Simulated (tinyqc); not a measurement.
Microkinetic model of low-temperature epitaxy from hydride gases: adsorption, hydrogen desorption and rate control: one step, computed by the program tinyqc. Command: `OMP_NUM_THREADS=1 python tinyqc.py 3031581 3031582 out.jsonl hepi walk`. One thread of a shared host (Intel(R) Xeon(R) Processor @ 2.30GHz), about 0.01 s of CPU time with the checks.

Each hydride molecule needs two free sites and leaves four hydrogen atoms, of which two leave at once as H2; theta is the hydrogen coverage, the site density is 6.78 per nm^2 and one layer is 1.358 angstrom thick.

Problem. Coverage and growth rate. With k the hydride and k_H the hydrogen adsorption rate on free pairs and k_d the desorption rate, steady state: 2 (k + k_H)(1 - theta)^2 = k_d theta^2; growth rate R = k (1 - theta)^2 layers/s; 1 layer/s = 8.148 nm/min. With c = 2 (k + k_H)/k_d the free share is 1 - theta = 1/(1 + sqrt(c)).

Inputs (values chosen for the exercise, close to those used for silane and germane, with second-order desorption as on Si(111) but the site density of Si(001)): temperature T = 660 C.

Film: silicon-germanium. Order of hydrogen desorption: second.

k = 5.332756 1/s

k_H = 0 1/s

k_d = 87.68195 1/s

Give: c; hydrogen coverage theta; growth rate R in layers; growth rate G.

Solution.

c = 0.1216

hydrogen coverage theta = 0.2586

growth rate R in layers = 2.931 layers/s

growth rate G = 23.89 nm/min

Adsorption and desorption share control.
